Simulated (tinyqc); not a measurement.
Composition and strain of an epitaxial Si(1-x)Ge(x) layer from Raman and X-ray peaks: one step, computed by the program tinyqc. Command: `OMP_NUM_THREADS=1 python tinyqc.py 3017240 3017241 out.jsonl epiraman walk`. One thread of a shared host (Intel(R) Xeon(R) Processor @ 2.30GHz), about 0.01 s of CPU time with the checks.

A (001) layer, biaxially strained in the plane. The Raman peaks follow empirical lines omega = w0 + c1 x + c3 x^3 + b eps (c3 for Si-Ge alone), with eps the in-plane strain.

Question. Raman peaks. Insert x and eps in the three lines; the strain part is b eps.

Inputs (values chosen for the exercise, modelled on silicon-germanium):

| quantity | value | unit |
|---|---|---|
| Ge fraction x | 0.82 | - |
| Si-Si: w0 | 521.2 | 1/cm |
| Si-Si: c1 | -68.3 | 1/cm |
| Si-Si: strain coefficient b | -720 | 1/cm |
| Si-Ge: w0 | 400 | 1/cm |
| Si-Ge: c1 | 24.8 | 1/cm |
| Si-Ge: c3 | -32.2 | 1/cm |
| Si-Ge: strain coefficient b | -556 | 1/cm |
| Ge-Ge: w0 | 280.4 | 1/cm |
| Ge-Ge: c1 | 18.6 | 1/cm |
| Ge-Ge: strain coefficient b | -453 | 1/cm |

Substrate: germanium.

in-plane strain eps = 4.429485 per mille

Give: Si-Si peak; Si-Ge peak; Ge-Ge peak; strain parts.

Answer.

Si-Si peak = 462.00 1/cm

Si-Ge peak = 400.12 1/cm

Ge-Ge peak = 293.65 1/cm

strain parts (1/cm): Si-Si -3.1892, Si-Ge -2.4628, Ge-Ge -2.0066

Read as unstrained, the Si-Si peak would give x = 0.867 in place of 0.82. Caution: near either end one of the like-atom peaks is weak, since its intensity follows the number of such bonds.
